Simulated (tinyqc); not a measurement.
G0W0 on RHF in the 3-21g basis, for H3+, spin multiplicity 1, step by step. One step of it, computed by the program tinyqc.

Question. Iteration 6 (converged): orbitals. Diagonalise F' = X^T F X, C = X C', fill 1 alpha and 1 beta electrons from the bottom; D = 2 C_occ C_occ^T. Each column has its largest component positive (the first on a tie).

converged F (hartree), order 1H 1s, 1H 2s, 2H 1s, 2H 2s, 3H 1s, 3H 2s:
$$\begin{pmatrix}
-0.290245 & -0.730015 & -0.491637 & -0.595685 & -0.491330 & -0.595523 \\
-0.730015 & -0.754809 & -0.595762 & -0.711443 & -0.595537 & -0.711325 \\
-0.491637 & -0.595762 & -0.290433 & -0.730198 & -0.491707 & -0.595799 \\
-0.595685 & -0.711443 & -0.730198 & -0.754960 & -0.595737 & -0.711471 \\
-0.491330 & -0.595537 & -0.491707 & -0.595737 & -0.290280 & -0.730050 \\
-0.595523 & -0.711325 & -0.595799 & -0.711471 & -0.730050 & -0.754837
\end{pmatrix}$$

X, order 1H 1s, 1H 2s, 2H 1s, 2H 2s, 3H 1s, 3H 2s:
$$\begin{pmatrix}
1.243479 & -0.494323 & -0.015560 & 0.015131 & -0.015429 & 0.015130 \\
-0.494323 & 1.776479 & 0.015164 & -0.456452 & 0.015137 & -0.455981 \\
-0.015560 & 0.015164 & 1.243488 & -0.494340 & -0.015590 & 0.015164 \\
0.015131 & -0.456452 & -0.494340 & 1.776951 & 0.015137 & -0.456561 \\
-0.015429 & 0.015137 & -0.015590 & 0.015137 & 1.243481 & -0.494326 \\
0.015130 & -0.455981 & 0.015164 & -0.456561 & -0.494326 & 1.776567
\end{pmatrix}$$

Give: F' = X^T F X; orbital energies; coefficients C; D after iteration 6.

Answer.

F' = X^T F X (hartree):
$$\begin{pmatrix}
0.2605 & -0.6073 & -0.2197 & -0.1149 & -0.2194 & -0.1148 \\
-0.6073 & -0.0255 & -0.1149 & -0.1668 & -0.1148 & -0.1668 \\
-0.2197 & -0.1149 & 0.2605 & -0.6073 & -0.2198 & -0.1149 \\
-0.1149 & -0.1668 & -0.6073 & -0.0254 & -0.1149 & -0.1669 \\
-0.2194 & -0.1148 & -0.2198 & -0.1149 & 0.2605 & -0.6073 \\
-0.1148 & -0.1668 & -0.1149 & -0.1669 & -0.6073 & -0.0255
\end{pmatrix}$$

orbital energies (hartree): MO1 -1.1108, MO2 -0.2101, MO3 -0.2099, MO4 0.5728, MO5 0.8313, MO6 0.8317

coefficients C, order 1H 1s, 1H 2s, 2H 1s, 2H 2s, 3H 1s, 3H 2s:
$$\begin{pmatrix}
0.2683 & 0.2344 & -0.1089 & 0.6996 & -0.9780 & 0.4548 \\
0.1921 & 1.1264 & -0.5239 & -0.5322 & 1.2674 & -0.5892 \\
0.2684 & -0.0229 & 0.2574 & 0.7001 & 0.0953 & -1.0740 \\
0.1921 & -0.1099 & 1.2380 & -0.5333 & -0.1236 & 1.3921 \\
0.2684 & -0.2116 & -0.1485 & 0.6997 & 0.8824 & 0.6201 \\
0.1921 & -1.0165 & -0.7144 & -0.5324 & -1.1436 & -0.8034
\end{pmatrix}$$

D after iteration 6, order 1H 1s, 1H 2s, 2H 1s, 2H 2s, 3H 1s, 3H 2s:
$$\begin{pmatrix}
0.1440 & 0.1031 & 0.1441 & 0.1031 & 0.1440 & 0.1031 \\
0.1031 & 0.0738 & 0.1031 & 0.0738 & 0.1031 & 0.0738 \\
0.1441 & 0.1031 & 0.1441 & 0.1032 & 0.1441 & 0.1031 \\
0.1031 & 0.0738 & 0.1032 & 0.0738 & 0.1031 & 0.0738 \\
0.1440 & 0.1031 & 0.1441 & 0.1031 & 0.1440 & 0.1031 \\
0.1031 & 0.0738 & 0.1031 & 0.0738 & 0.1031 & 0.0738
\end{pmatrix}$$
